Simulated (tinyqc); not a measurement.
Inside a calculation. Method: CIS on RHF in the 3-21g basis, for H2, spin multiplicity 1. One step of it, computed by the program tinyqc.

Task: CIS matrix, triplets. A(ia,jb) = (e_a - e_i) d_ij d_ab - (ij|ab).

orbital energies (hartree): MO1 -0.492724, MO2 0.150223, MO3 1.138223, MO4 1.230420

Two-electron integrals over orbitals (pq|rs), unique and non-zero (hartree):
```
(11|11) 0.543364    (21|21) 0.125698    (22|11) 0.456234    (22|22) 0.427490
(31|11) 0.115866    (31|22) 0.077409    (31|31) 0.087083    (32|21) 0.032039
(32|32) 0.047410    (33|11) 0.513297    (33|22) 0.438643    (33|31) 0.123643
(33|33) 0.516421    (41|21) -0.076921   (41|32) -0.061627   (41|41) 0.095406
(42|11) -0.128397   (42|22) -0.080790   (42|31) -0.081368   (42|33) -0.132486
(42|42) 0.086586    (43|21) -0.143448   (43|32) -0.066157   (43|41) 0.123541
(43|43) 0.206438    (44|11) 0.544675    (44|22) 0.467380    (44|31) 0.155999
(44|33) 0.551733    (44|42) -0.156951   (44|44) 0.605661
```

Give: CIS matrix A, triplet.

Result:

CIS matrix A, triplet (hartree), lower triangle:
```
        1>2     1>3     1>4
1>2  0.1867
1>3  0.0000  1.1177
1>4  0.1284  0.0000  1.1785
```
